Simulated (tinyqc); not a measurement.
From results back to parameters: static screening by free carriers. Three cases, with inputs chosen for the exercise.

Problem. At zero temperature the gas shows Friedel oscillations of period pi/kF and a Thomas-Fermi length 1/qTF; n and m are hidden.

kF = (3 pi^2 n/Mv)^(1/3), EF = c kF^2/m with c = hbar^2/2m0, n in 1/angstrom^3 (1e-24 per 1/cm^3), e2 = e^2/(4 pi eps0). Thomas-Fermi: qTF^2 = 6 pi e2 n/(eps EF). Debye: qD^2 = 4 pi e2 n/(eps kB T).

Constants: hbar^2/2m0 = 3.80998211 eV angstrom^2; e^2/(4 pi eps0) = 14.39964547 eV angstrom.

Case 1.

Values chosen (out of a larger set: near those of GaN; not measured data): Mv = 1 (valleys); eps = 9.58 (background dielectric constant).

period = 153.418 angstrom
1/qTF = 31.2583 angstrom

Case 2.

Values chosen (out of a larger set: a free-electron density near that of Au; not measured data): Mv = 1 (valleys); eps = 1 (background dielectric constant).

period = 2.58393 angstrom
1/qTF = 0.584670 angstrom

Case 3.

Values chosen (out of a larger set: a free-electron density near that of Al; not measured data): Mv = 1 (valleys); eps = 1 (background dielectric constant).

period = 1.79853 angstrom
1/qTF = 0.487787 angstrom

Find: kF; n; m.

Solution. kF = pi/period and n = Mv kF^3/(3 pi^2); qTF^2 = 2 e2 Mv m kF/(pi eps c) then gives m.

Case 1.

kF = 0.02048 1/angstrom
n = 2.90e+17 1/cm^3
m = 0.199 m0

Case 2.

kF = 1.216 1/angstrom
n = 6.07e+22 1/cm^3
m = 1.000 m0

Case 3.

kF = 1.747 1/angstrom
n = 1.80e+23 1/cm^3
m = 1.000 m0

Computed by tinyqc, one run a case: `OMP_NUM_THREADS=1 python tinyqc.py N N+1 out.jsonl` with N = 1680119, 1680182, 1680186; one thread of a shared Intel(R) Xeon(R) Processor @ 2.30GHz, about 0.01 s a run at most.
